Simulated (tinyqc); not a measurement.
Inside a calculation. Method: RHF in the sto-3g basis, for BeH2, spin multiplicity 1. Computed by tinyqc, a small Python program that keeps every step (integrals from PySCF). Settings: charge = 0, multiplicity = 1, basis = sto-3g, energy threshold = 1e-09, iteration cap = 90, orthogonalisation = symmetric, start = atomic densities, DIIS depth = 4, method = RHF. Command: `OMP_NUM_THREADS=1 python tinyqc.py 22954 22955 out.jsonl` (the two numbers bound the seeds that draw the settings). One thread of a shared host (Intel(R) Xeon(R) Processor @ 2.60GHz), about 0.08 s of CPU time with the checks.

Geometry (angstrom):

| atom | x | y | z |
|---|---|---|---|
| Be | 0.0000 | 0.0000 | 0.0000 |
| H | 0.0000 | 1.7950 | 0.1950 |
| H | 0.0000 | -1.7950 | 0.1950 |

Stop when the energy changes by less than 1e-09 hartree and every element of the error matrix X^T (F D S - S D F) X is below 9e-06.

Course of the cycle:

| iteration | E (hartree) | change | largest element of the error matrix |
|---|---|---|---|
| 1 | -15.184183 | - | 1.83e-01 |
| 2 | -15.404612 | -2.20e-01 | 1.07e-01 |
| 3 | -15.428493 | -2.39e-02 | 2.17e-02 |
| 4 | -15.430255 | -1.76e-03 | 1.21e-03 |
| 5 | -15.430262 | -6.25e-06 | 2.38e-04 |
| 6 | -15.430262 | -1.63e-07 | 9.47e-06 |
| 7 | -15.430262 | -3.61e-11 | 6.38e-07 |

Can the last value be used, and what does the course show?

Yes. Converged in 7 iterations. PySCF RHF in the same basis = -15.430262 hartree.
